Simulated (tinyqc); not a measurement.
Gate sweep: gated graphene: carriers, quantum capacitance and optical conductivity.

Cones E = +/- hv |k|, four flavours, D(E) = 2|E|/(pi hv^2). n = (2/pi)(kT/hv)^2 F_1(mu/kT), p = (2/pi)(kT/hv)^2 F_1(-mu/kT), in 1/angstrom^2 (1e16 for 1/cm^2); F_1(eta) = integral_0^infinity x dx/(1 + exp(x - eta)). Cq/e^2 = d(n - p)/d mu = (2 kT/(pi hv^2)) ln(2 + 2 cosh(mu/kT)).

Gate: V = mu/e + e (n - p)/Cox with Cox/e^2 = k/(4 pi e2 t), t in angstrom, e2 = e^2/(4 pi eps0); 1/(eV angstrom^2) in C/e^2 equals 1602.176634 microfarad/cm^2; total 1/C = 1/Cox + 1/Cq.

Constants: kB = 8.617333262e-05 eV/K; e^2/(4 pi eps0) = 14.39964547 eV angstrom.

Values chosen for the exercise (Fermi velocity near that of graphene, gate dielectric near hBN; the results hold for these values, not for the real material): hv = 6.13 eV angstrom (hbar vF); T = 400 K; k = 3.44 (dielectric constant of the gate layer); t = 10 nm (its thickness).

Results:
```
V (V)  mu (eV)  n - p (1/cm^2)  n + p (1/cm^2)  Cq (microfarad/cm^2)  C/Cox  Cox V/e (1/cm^2)
0       0.0000               0        3.31e+11                  1.30  0.810                 0
0.11    0.0206        1.70e+11        3.67e+11                  1.38  0.819          2.09e+11
0.74    0.1031        1.21e+12        1.23e+12                  2.89  0.905          1.41e+12
1.5     0.1618        2.54e+12        2.55e+12                  4.41  0.935          2.85e+12
2.6     0.2224        4.52e+12        4.52e+12                  6.04  0.952          4.94e+12
3.7     0.2703        6.52e+12        6.52e+12                  7.34  0.960          7.03e+12
5.5     0.3347        9.82e+12        9.82e+12                  9.08  0.968          1.05e+13
8.1     0.4107        1.46e+13        1.46e+13                  11.1  0.973          1.54e+13
```

Give the missing row, V (V) = 0.30.

Computed row:
```
V (V)  mu (eV)  n - p (1/cm^2)  n + p (1/cm^2)  Cq (microfarad/cm^2)  C/Cox  Cox V/e (1/cm^2)
0.30    0.0517        4.72e+11        5.57e+11                  1.78  0.854          5.70e+11
```

At neutrality n + p = 3.31e+11 1/cm^2 of thermal carriers remain and C/Cox = 0.810; at the last row C/Cox = 0.973 and the plain capacitor rule overstates n - p by 5.3 %. Between the last two rows mu goes as V^0.53; for |mu| well above kT the limits are 1/2 where Cox is small against Cq and 1 where it is large.

(tinyqc, `OMP_NUM_THREADS=1 python tinyqc.py 1680781 1680782 out.jsonl`, Intel(R) Xeon(R) Processor @ 2.30GHz, 1 thread, shared host, about 0.01 s.)
